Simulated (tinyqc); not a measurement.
Comparisons within one model: smearing for a one-band metal on the fcc lattice. A value that a table varies takes the place of the one given here.

Lattice vectors (units of a): a1 = (0, 1/2, 1/2), a2 = (1/2, 0, 1/2), a3 = (1/2, 1/2, 0). E(k) = -t A_1(k) - t2 A_2(k), A_m the sum of cos(k . R) over the 12 nearest and 6 second lattice vectors. Mesh k = sum (j_i/N) b_i, j_i = 0 .. N-1.

With x = (E_k - mu)/sigma: Fermi-Dirac f = 1/(1 + exp(x)), s = -f ln f - (1 - f) ln(1 - f); Gaussian f = erfc(x)/2, s = exp(-x^2)/(2 sqrt(pi)); Methfessel-Paxton (first order) f = erfc(x)/2 - x exp(-x^2)/(2 sqrt(pi)), s = (1 - 2 x^2) exp(-x^2)/(4 sqrt(pi)); cold (Marzari-Vanderbilt) with y = x + 1/sqrt(2), f = erfc(y)/2 + exp(-y^2)/sqrt(2 pi), s = y exp(-y^2)/sqrt(2 pi). With weights w = points/N^d (d the dimension), mu solves 2 sum w f = ne; E = 2 sum w f E_k, S = 2 sum w s, F = E - sigma S.

With x = (E_k - mu)/sigma: Gaussian f = erfc(x)/2, s = exp(-x^2)/(2 sqrt(pi)); Methfessel-Paxton (first order) f = erfc(x)/2 - x exp(-x^2)/(2 sqrt(pi)), s = (1 - 2 x^2) exp(-x^2)/(4 sqrt(pi)). With weights w = points/N^d (d the dimension), mu solves 2 sum w f = ne; E = 2 sum w f E_k, S = 2 sum w s, F = E - sigma S.

With x = (E_k - mu)/sigma: Gaussian f = erfc(x)/2, s = exp(-x^2)/(2 sqrt(pi)). With weights w = points/N^d (d the dimension), mu solves 2 sum w f = ne; E = 2 sum w f E_k, S = 2 sum w s, F = E - sigma S.

Values chosen for the exercise: t = 1.47 eV (nearest hopping); t2 = 0.04 eV (second hopping); ne = 0.43 (electrons per cell); N = 6 (unshifted mesh); sigma = 0.441 eV (width).

## Error of each scheme against the width

All on the dense mesh N = 40. The reference is F of first-order Methfessel-Paxton smearing with sigma = 0.05 t on the mesh N = 40; it moves by 0.09 meV on the mesh N = 50; in three dimensions such meshes can agree by chance and the reference may be off by about 1 meV, so smaller errors are not resolved.

Errors (meV per cell):
```
sigma (eV)     FD F  FD (E+F)/2  Gauss F  Gauss (E+F)/2  MP F  cold F
0.147         -2.29        0.08    -0.33           0.01  0.01    0.04
0.221         -5.30        0.19    -0.75           0.01  0.02    0.06
0.294         -9.60        0.27    -1.35           0.04  0.04    0.07
0.441        -22.00        0.43    -3.14           0.13  0.13    0.11
0.588        -39.55        0.78    -5.72           0.23  0.23    0.05
0.882        -90.68        2.55   -13.20           0.31  0.35   -0.49
1.176       -164.13        5.45   -23.74           0.37  0.48   -1.52
```

reference = -3.52182 eV

How do the results move?

Doubling sigma from 0.294 to 0.588 eV multiplies the error of F by 4.1 (Fermi-Dirac) and 4.2 (Gaussian); a pure sigma^2 term would give 4. At the smallest width Fermi-Dirac errs 6.9 times as much as Gaussian, against 2 pi^2/3 = 6.6 for the ratio of the sigma^2 terms at equal sigma. At the largest width the sizes of the errors rank Gauss (E+F)/2 0.4, MP F 0.5, cold F 1.5, FD (E+F)/2 5.4, Gauss F 23.7, FD F 164.1 meV; below about 1 meV this order, and the ratios at the smallest width, carry the noise of the mesh.

## Mesh against width

Gaussian smearing, (E + F)/2. The reference is F of first-order Methfessel-Paxton smearing with sigma = 0.05 t on the mesh N = 40; it moves by 0.09 meV on the mesh N = 50; in three dimensions such meshes can agree by chance and the reference may be off by about 1 meV, so smaller errors are not resolved.

Errors (meV per cell):
```
N   sigma = 0.05 t  sigma = 0.15 t  sigma = 0.4 t
4          -129.88         -132.66        -139.61
6            95.57           91.93          78.07
8            19.33           18.34          17.02
12            4.91            4.53           4.35
16           -4.32           -4.51          -3.58
24            0.42            0.25           0.37
```

reference = -3.52182 eV

What does this show, and why?

First N from which the value stays within 2 meV of its last entry (which need not be the best one): none before the last for sigma = 0.05 t, none before the last for sigma = 0.15 t, none before the last for sigma = 0.4 t. At the last mesh the errors are +0.42, +0.25 and +0.37 meV. The 2 meV bar does not tell the widths apart. The smallest error belongs to 0.05 t on 1, 0.15 t on 1, 0.4 t on 4 of the 6 meshes.

## What moves the results of Gaussian smearing

All sums formed anew. Each row changes one parameter from the base and keeps the others.

Results:
```
case              mu (eV)   E (eV)       S   F (eV)
base              -4.2940  -3.4205  0.0794  -3.4555
N = 12            -3.0131  -3.5124  0.0210  -3.5217
sigma = 0.882 eV  -4.2093  -3.4200  0.0802  -3.4908
ne = 0.53         -3.8743  -3.8578  0.0229  -3.8679
t2 = 0.187 eV     -4.1863  -3.4844  0.0601  -3.5109
t = 1.617 eV      -4.7350  -3.7612  0.0794  -3.7962
```

How do the results move?

The largest shifts from the base row, up to three for each result and ties (the steps differ in size, so this ranks the rows, not the parameters). mu (eV): N +1.2809, t -0.4410, ne +0.4197. E (eV): ne -0.4373, t -0.3407, N -0.0919. S: N -0.0584, ne -0.0565, t2 -0.0193; unchanged at the printed digits by t. F (eV): ne -0.4124, t -0.3407, N -0.0662.

(tinyqc, `OMP_NUM_THREADS=1 python tinyqc.py 1652567 1652568 out.jsonl`, Intel(R) Xeon(R) Processor @ 2.30GHz, 1 thread, shared host, about 0.3 s.)
